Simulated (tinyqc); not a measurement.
# Surface potential of a MOS transistor: implicit equation and explicit approximations: accuracy of the approximations against gate voltage

p-type body, charge-sheet picture, depletion and inversion only, full ionisation (an idealisation for deep acceptors), Boltzmann statistics (rough once Na exp(x - xn) passes about Nc/7). In units of Vt: xg = (Vg - Vfb)/Vt, x = psi/Vt, G = gamma/sqrt(Vt), xn = (2 phiF + Vc)/Vt. The implicit equation is (xg - x)^2 = G^2 [x - 1 + exp(x - xn)] for x above about 3. Cox = eps0 eox/tox.

ni = sqrt(Nc Nv) exp(-Eg/(2 Vt)), Eg in volts; phiF = Vt ln(Na/ni); gamma = sqrt(2 q eps0 eps_r Na)/Cox; VT = Vfb + Vt (xn + G sqrt(xn - 1)). Depletion value a = 1 + [sqrt(G^2/4 + xg - 1) - G/2]^2; inversion value b = xn + ln[(xg - xn)^2/G^2 - xn + 1] and first guess y = min(a, b) - ln(1 + exp(-|a - b|)) if a > xn + 1, else b = y = a; one second-order correction with D = exp(y - xn), p = 2 (xg - y) + G^2 (1 + D), w = (xg - y)^2 - G^2 (y - 1 + D): z = y + 2 w/(p + sqrt(p^2 - 2 (2 - G^2 D) w)), or the Newton step z = y + w/p where the root is not real. N_inv = (Cox Vt G/q) [sqrt(x - 1 + exp(x - xn)) - sqrt(x - 1)] at the root. Lambert form (Cox m Vt/q) W0[(G/(2 m sqrt(xn - 1))) exp((Vg - VT)/(m Vt))], m = 1 + G/(2 sqrt(xn - 1)). Errors under 1e-4 mV, and the linear form below VT, are printed as 0.

Inputs (values chosen for the exercise); band and dielectric values those of a made-up semiconductor:
- T = 300 K (temperature)
- Eg = 0.886 eV (band gap)
- eps_r = 10.8 (relative permittivity)
- Nc = 2.58e19 cm^-3 (conduction-band density of states at T)
- Nv = 2.34e19 cm^-3 (valence-band density of states at T)
- eox = 9.15 (relative permittivity of the gate insulator (close to aluminium oxide))
- tox = 35 nm (insulator thickness)
- Na = 1.3e17 cm^-3 (acceptor density)
- Vfb = -0.72 V (flat-band voltage)
- Vc = 0.2 V (channel-body voltage)

Constants: q = 1.602176634e-19 C, kB = 1.380649e-23 J/K, Vt = kB T/q, eps0 = 8.8541878128e-14 F/cm where lengths are in cm. Results are converted to the units shown.

Accuracy of the approximations against gate voltage:
```
Vg (V),psi (V),x - xn,error of y (mV),error of z (mV),N_inv (cm^-2),Cox (Vg - VT)/q (cm^-2),Lambert form (cm^-2)
0.46,0.55361,-10.110,3.92e-4,0,9.0129e5,0,5.2931e5
0.66,0.68166,-5.1569,0.0517,0,1.1451e8,0,9.6606e7
0.86,0.80794,-0.27237,6.42,-0.0159,1.3780e10,0,1.3797e10
1.06,0.87418,2.2901,13.1,-0.720,1.6131e11,2.8761e11,1.6506e11
1.26,0.90005,3.2909,10.3,-0.361,3.9552e11,5.7656e11,4.0431e11
1.46,0.91548,3.8874,7.98,-0.156,6.5196e11,8.6551e11,6.6561e11
1.66,0.92662,4.3183,6.61,-0.0851,9.1748e11,1.1545e12,9.3566e11
1.86,0.93543,4.6591,5.70,-0.0533,1.1879e12,1.4434e12,1.2103e12
2.06,0.94276,4.9428,5.05,-0.0364,1.4615e12,1.7324e12,1.4878e12
```

Read the table: what changes, and by how much?

psi rises from 0.554 to 0.943 V and ends 4.9 Vt above 2 phiF + Vc. Among the rows the first guess is off by at most 13 mV (at Vg = 1.06 V) and the corrected value by at most 0.72 mV. In the last row the linear form is 19 % above N_inv and the Lambert form 1.8 % above it; in the first row the Lambert form is 41 % below it. For Vg = 1.46, 1.66, 1.86, 2.06 the electron quasi-Fermi level lies less than 2 Vt below the band edge at the surface, or above it, where degeneracy and confinement, left out, matter.

tinyqc, about 0.01 s, one thread, Intel Xeon 2.30GHz (shared host): `OMP_NUM_THREADS=1 python tinyqc.py 2122072 2122073 out.jsonl`
